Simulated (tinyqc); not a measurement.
What moves the results: propagation of a band-gap error through k.p and effective-mass formulas. A value that a table varies takes the place of the one given here.

Chain, for a gap E (the reference Eg or another value), with Ep and Dso kept: 1/me = 1 + Ep (E + 2 Dso/3)/(E (E + Dso)); g* = 2 - 2 Ep Dso/(3 E (E + Dso)); g1(E) = g1 + (Ep/3)(1/E - 1/Eg), g2(E) = g2 + (Ep/6)(1/E - 1/Eg), light hole 1/(g1 + 2 g2), heavy hole 1/(g1 - 2 g2) along [100]; optical constant ei(E) = 1 + (ei - 1)(EP/(EP + E - Eg))^2, static e0(E) = ei(E) + e0 - ei.

Donor: R = Ry me/e0^2, a_B = a0 e0/me, Mott density (0.26/a_B)^3. Nc, Nv = 2 (m kT/(4 pi c))^(3/2), c = hbar^2/2m0, ni = sqrt(Nc Nv) exp(-E/2kT). Exciton: Ry mu/e0^2 with 1/mu = 1/me + g1(E). 1 angstrom^-3 = 1e24 cm^-3.

Constants: Ry = 13.60569312 eV; a0 (Bohr radius) = 0.5291772105 angstrom; kB = 8.617333262e-05 eV/K; hbar^2/2m0 = 3.80998211 eV angstrom^2.

Inputs chosen for the exercise (reference values near those of GaAs, gap at low temperature; the results hold for these values, not for the real material): Eg = 1.547 eV (gap at Gamma to the s-like level); Dso = 0.344 eV (spin-orbit splitting); Ep = 25.7 eV (Kane energy); g1 = 6.97 (Luttinger gamma1); g2 = 2.05 (gamma2); e0 = 12.83 (static dielectric constant); ei = 10.74 (optical dielectric constant); EP = 5.37 eV (mean (Penn) gap); mh = 0.43 m0 (density-of-states mass of the holes); T = 300 K (temperature); Eg2 = 3.434 eV (a wrong gap, of the size a hybrid with far too much exact exchange can give).

## The size of the error

E = f Eg; ratios against f = 1.

Results:
```
f,E (eV),me ratio,light-hole ratio,e0 ratio,donor ratio,Mott ratio,g*,log10 ni ratio
0.25,0.387,0.291,0.250,1.476,0.134,0.00768,-18.855,9.34
0.40,0.619,0.442,0.400,1.350,0.242,0.0350,-7.893,7.53
0.60,0.928,0.634,0.600,1.211,0.433,0.144,-2.991,5.05
0.80,1.238,0.820,0.800,1.096,0.683,0.419,-1.011,2.53
1.00,1.547,1.000,1.000,1.000,1.000,1.00,-0.015,0.00
1.20,1.856,1.176,1.200,0.920,1.391,2.09,0.557,-2.55
1.50,2.321,1.432,1.500,0.821,2.125,5.31,1.047,-6.38
2.00,3.094,1.839,2.001,0.698,3.770,18.3,1.446,-12.80
```

Between f = 0.8 and 1.2 the mean powers d ln(ratio)/d ln f are 0.89 for me, 1.00 for the light hole, -0.43 for e0, 1.75 for the donor energy and 3.97 for the Mott density; ni moves by -0.82 decades per 0.1 eV, against -0.1 eV/(2 kT ln 10) = -0.84 from the exponential alone, the rest coming from Nc through me^(3/4). g* changes sign between f = 1.00 and 1.20; the place of this zero hangs on remote bands, which are left out.

## What each input does

All at E = Eg2. Each row changes one parameter from the base and keeps the others.

Results:
```
case,me (m0),light hole (m0),e0,donor (meV),exciton (meV),log10 ni
base,0.1211,0.2006,8.42,23.224,15.739,-10.407
Eg2 = 3.159 eV,0.1127,0.1846,8.85,19.579,13.344,-8.121
Dso = 0.316 eV,0.1209,0.2006,8.42,23.177,15.717,-10.408
Ep = 27.756 eV,0.1132,0.2224,8.42,21.699,15.315,-10.429
g1 = 6.412,0.1211,0.2259,8.42,23.224,16.494,-10.407
EP = 5.8 eV,0.1211,0.2006,8.63,22.100,14.976,-10.407
ei = 9.881,0.1211,0.2006,8.81,21.221,14.381,-10.407
mh = 0.464 m0,0.1211,0.2006,8.42,23.224,15.739,-10.382
T = 276 K,0.1211,0.2006,8.42,23.224,15.739,-12.970
```

The largest shifts from the base row, up to three for each result and ties (the steps differ in size, so this ranks the rows, not the parameters). me (m0): Eg2 -0.0084, Ep -0.0080, Dso -0.0002; unchanged at the printed digits by g1, EP, ei, mh and T. light hole (m0): g1 +0.0253, Ep +0.0217, Eg2 -0.0161; unchanged at the printed digits by Dso, EP, ei, mh and T. e0: Eg2 +0.43, ei +0.39, EP +0.21; unchanged at the printed digits by Dso, Ep, g1, mh and T. donor (meV): Eg2 -3.646, ei -2.003, Ep -1.526; unchanged at the printed digits by g1, mh and T. exciton (meV): Eg2 -2.395, ei -1.358, EP -0.762; unchanged at the printed digits by mh and T. log10 ni: T -2.563, Eg2 +2.287, mh +0.025; unchanged at the printed digits by g1, EP and ei.

tinyqc: `OMP_NUM_THREADS=1 python tinyqc.py 1880905 1880906 out.jsonl`; about 0.01 s, one thread, shared Intel(R) Xeon(R) Processor @ 2.30GHz.
